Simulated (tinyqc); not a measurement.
Undoped gate-all-around wire MOSFET, analytic charge model: two steps of the calculation.

An undoped round wire of radius R under an insulator shell and a surrounding gate; long channel, electrons only, n = ni exp((psi - V)/Vt) with V the quasi-Fermi potential (0 at the source, Vd at the drain), constant mobility, no quantisation. The radial Poisson equation gives n(r) = n(0)/(1 - (1 - b) r^2/R^2)^2 with b = Q0/(Q + Q0). Q is the electron charge per area of the wire surface.

Inputs (values chosen for the exercise); material values those of a made-up semiconductor:
```
symbol,value,unit,meaning
T,293,K,temperature
Eg,1.3,eV,band gap
eps_r,13.6,,relative permittivity of the semiconductor
Nc,2.47e19,cm^-3,conduction-band density of states at T
Nv,2.94e19,cm^-3,valence-band density of states at T
eox,8.71,,relative permittivity of the gate insulator
tox,6.2,nm,insulator thickness
R,10,nm,wire radius
dphi,-0.06,V,gate work function less that of the intrinsic body
mu,110,cm^2/(V s),channel mobility
L,0.2,um,gate length
Vd,1,V,drain voltage
```

Constants: q = 1.602176634e-19 C, kB = 1.380649e-23 J/K, Vt = kB T/q, eps0 = 8.8541878128e-14 F/cm where lengths are in cm. Results are converted to the units shown.

Question 1. Constants of the wire. ni = sqrt(Nc Nv) exp(-Eg/(2 Vt)), Eg in volts; Cox = eps0 eox/(R ln(1 + tox/R)); Q0 = 4 eps0 eps_r Vt/R; V0 = dphi + Vt ln[8 eps0 eps_r Vt/(q ni R^2)].

Wanted: ni; Cox; Q0; V0.

Answer 1.

ni = 1.779e8 cm^-3
Cox = 1.599 uF/cm^2
Q0 = 121.6 nC/cm^2
V0 = 0.5174 V

Question 2. Drain current and line charge. Q solves Vg - V0 - V = Q/Cox + Vt ln(Q/Q0) + Vt ln(1 + Q/Q0). I = mu (2 pi R/L)[2 Vt (Qs - Qd) + (Qs^2 - Qd^2)/(2 Cox) + Vt Q0 ln((Qd + Q0)/(Qs + Q0))], with Qs at V = 0 and Qd at V = Vd. Electrons per length at the source: 2 pi R Qs/q; surface over centre density: (1 + Qs/Q0)^2.

Qs = 275.19433 nC/cm^2
Qd = 5.1723228e-12 nC/cm^2
Cox = 1.5985861 uF/cm^2
Q0 = 121.61528 nC/cm^2

Wanted: first term; second term; third term; I; electrons per length; surface over centre density.

Answer 2.

first term = 0.48023 uA
second term = 0.81857 uA
third term = -0.12549 uA
I = 1.1733 uA
electrons per length = 1.0792 1/nm
surface over centre density = 10.646

The square-law term makes up 69.8 % of the current.

Computed by the program tinyqc: `OMP_NUM_THREADS=1 python tinyqc.py 2460018 2460019 out.jsonl`, one thread of a shared Intel Xeon 2.30GHz, about 0.02 s for the whole run.
